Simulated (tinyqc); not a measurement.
Lateral field, substrate current, probability of reaching the oxide barrier and hot-carrier lifetime of a silicon transistor (pseudo-two-dimensional and lucky-electron models): one step, computed by the program tinyqc.

Local-field models: a lucky carrier gains its energy at the peak field over a path free of collisions. Voltages are magnitudes.

Task: Saturation point and current. C_ox = 3.9 eps_0/t; F_sat = 2 v_s/mu; V_Dsat = V_ov F_sat L/(V_ov + F_sat L), V_ov = V_G - V_T; I_D/W = C_ox v_s (V_ov - V_Dsat).

Inputs (values chosen for the exercise, modelled on a silicon n-channel): channel length L = 590 nm; oxide thickness t = 12 nm; junction depth x_j = 150 nm; mobility mu = 390 cm^2/(V s); saturation velocity v_s = 0.9 1e7 cm/s; threshold voltage V_T = 0.5 V; gate voltage V_G = 2.2 V; ionisation prefactor A_i = 2e+06 1/cm; ionisation field B_i = 1.74 MV/cm; hot-carrier mean free path lambda = 7.8 nm; oxide barrier phi_b = 3.1 eV; interface-trap threshold phi_it = 3.8 eV; lifetime constant H = 300 s microampere/micrometre; length of the depleted extension L_n = 58 nm.

Drain: lightly doped extension.

Constants: eps_0 = 8.8541878128e-12 F/m.

Give: F_sat; V_Dsat; drain current I_D/W.

Result:

F_sat = 46.154 kV/cm

V_Dsat = 1.0466 V

drain current I_D/W = 169.22 microampere/micrometre
